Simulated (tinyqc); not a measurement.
# Long-channel MOSFET, surface-potential model, step by step

Program tinyqc, `OMP_NUM_THREADS=1 python tinyqc.py 2360136 2360137 out.jsonl`; Intel Xeon 2.30GHz, shared host, one thread, about 0.05 s. Printed values are rounded.

n-channel transistor on a uniformly doped p-type body, gradual-channel approximation, constant mobility, Boltzmann statistics, full ionisation. Potentials are counted from the neutral body; V is the electron quasi-Fermi potential, Vsb at the source and Vsb + Vds at the drain. Charges are magnitudes per area.

Inputs (values chosen for the exercise); material values those of a made-up semiconductor:
- T = 293 K (temperature)
- Eg = 1.44 eV (band gap)
- eps_r = 14.7 (relative permittivity of the semiconductor)
- Nc = 3.6e17 cm^-3 (conduction-band density of states at T)
- Nv = 9.02e18 cm^-3 (valence-band density of states at T)
- Na = 9.6e16 cm^-3 (acceptor density of the body)
- eox = 23.8 (relative permittivity of the gate insulator)
- tox = 85 nm (insulator thickness)
- Vfb = -0.75 V (flat-band voltage)
- mu = 440 cm^2/(V s) (channel mobility)
- W = 1 um (gate width)
- L = 10 um (gate length)
- Vsb = 0 V (source-body reverse bias)
- Vgs = 1.31 V (gate-source voltage)
- Vds = 0.8 V (drain-source voltage)

Constants: q = 1.602176634e-19 C, kB = 1.380649e-23 J/K, Vt = kB T/q, eps0 = 8.8541878128e-14 F/cm where lengths are in cm. Results are converted to the units shown.

## Body potential, insulator capacitance and body factor

ni = sqrt(Nc Nv) exp(-Eg/(2 Vt)), Eg in volts; phiF = Vt ln(Na/ni); Cox = eps0 eox/tox; gamma = sqrt(2 q eps0 eps_r Na)/Cox. VT = Vfb + 2 phiF + gamma sqrt(2 phiF + Vsb), m = 1 + gamma/(2 sqrt(2 phiF + Vsb)).

ni = 7.43561e5 cm^-3
phiF = 0.645963 V
Cox = 0.247917 uF/cm^2
gamma = 0.807109 V^0.5
VT = 1.45931 V
m = 1.35504

## Iteration 1: surface potential at the source by Newton steps

psi at the start (the smaller of 2 phiF + Vsb + 4 Vt and the root without inversion charge) = 1.18923 V

With V = Vsb: G = psi - Vt + Vt e, e = exp((psi - 2 phiF - Vsb)/Vt); f = Vgs + Vsb - Vfb - psi - gamma sqrt(G); f' = -1 - gamma (1 + e)/(2 sqrt(G)); psi(new) = psi - f/f'.

G = 1.16441 V
f = -1.64923e-4 V
f' = -1.38038
psi after iteration 1 = 1.18911 V

## Iteration 2: surface potential at the source by Newton steps

As before.

G = 1.16429 V
f = -6.21574e-10 V
f' = -1.38037
psi after iteration 2 = 1.18911 V

## Course of the iteration: surface potential at the source by Newton steps

Stop when psi changes by less than 1e-10 V, or after 40 iterations.

Course of the iteration:
```
iteration  psi (V)  |change| (V)
1          1.18911       1.19e-4
2          1.18911      4.50e-10
3          1.18911      2.22e-16
```

Converged in 3 iterations. The change falls from 1.2e-4 in the first iteration to below the tolerance in the last.

## Charges and current of the charge-sheet model

psi_0 = 1.18911 V
psi_L = 1.18923 V

psi_0 and psi_L solve Vgs + Vsb - Vfb - psi = gamma sqrt(G) at V = Vsb and Vsb + Vds. Qi = Cox gamma [sqrt(G) - sqrt(psi - Vt)], G = psi - Vt + Vt exp((psi - 2 phiF - V)/Vt), at both ends. With U = Vgs + Vsb - Vfb: drift = mu (W/L) Cox [U (psi_L - psi_0) - (psi_L^2 - psi_0^2)/2 - (2/3) gamma ((psi_L - Vt)^1.5 - (psi_0 - Vt)^1.5)]; diffusion = mu (W/L) Vt (Qi0 - QiL).

Qi0 = 0.0399001 nC/cm^2
QiL = 6.95857e-16 nC/cm^2
drift current = 1.02815e-7 uA
diffusion current = 4.43268e-5 uA
drain current = 4.44296e-5 uA

Drift carries 0.231 % of the current. The drain end is pinched off: its charge is under 1 % of that at the source.

## Inversion charge along the channel

V, point 0 to 10 (V): 0  0.08  0.16  0.24  0.32  0.4  0.48  0.56  0.64  0.72  0.8

The surface potential psi at channel potential V solves Vgs + Vsb - Vfb - psi = gamma sqrt(G), G = psi - Vt + Vt exp((psi - 2 phiF - V)/Vt). Charge sheet: Qi = Cox gamma [sqrt(G) - sqrt(psi - Vt)]. Pao-Sah: Qi = (Cox gamma/2) integral from 3 Vt to psi of exp((u - 2 phiF - V)/Vt)/sqrt(G(u, V)) du.

```
point  psi (V)  Qi, charge sheet (nC/cm^2)  Qi, Pao-Sah (nC/cm^2)
0      1.18911                   0.0399001              0.0403477
1      1.18922                  0.00168606             0.00170497
2      1.18923                  7.09423e-5             7.17383e-5
3      1.18923                  2.98442e-6             3.01791e-6
4      1.18923                  1.25549e-7             1.26957e-7
5      1.18923                  5.28157e-9             5.34083e-9
6      1.18923                 2.22185e-10            2.24678e-10
7      1.18923                 9.34686e-12            9.45173e-12
8      1.18923                 3.93203e-13            3.97615e-13
9      1.18923                 1.65413e-14            1.67268e-14
10     1.18923                 6.95857e-16            7.03664e-16
```

At the source the charge-sheet charge is 1.1 % below the Pao-Sah one.

## Pao-Sah current by Simpson's rule

I = mu (W/L) integral of Qi dV; Simpson's rule on the 11 points, step Vds/10, weights 1, 4, 2, ..., 4, 1 times step/3.

Pao-Sah current = 5.55262e-5 uA

Gauss-Legendre quadrature on many points gives 4.493e-5 uA, so this value is 24 % above it; the charge-sheet current, 4.443e-5 uA, is 1.1 % below it.
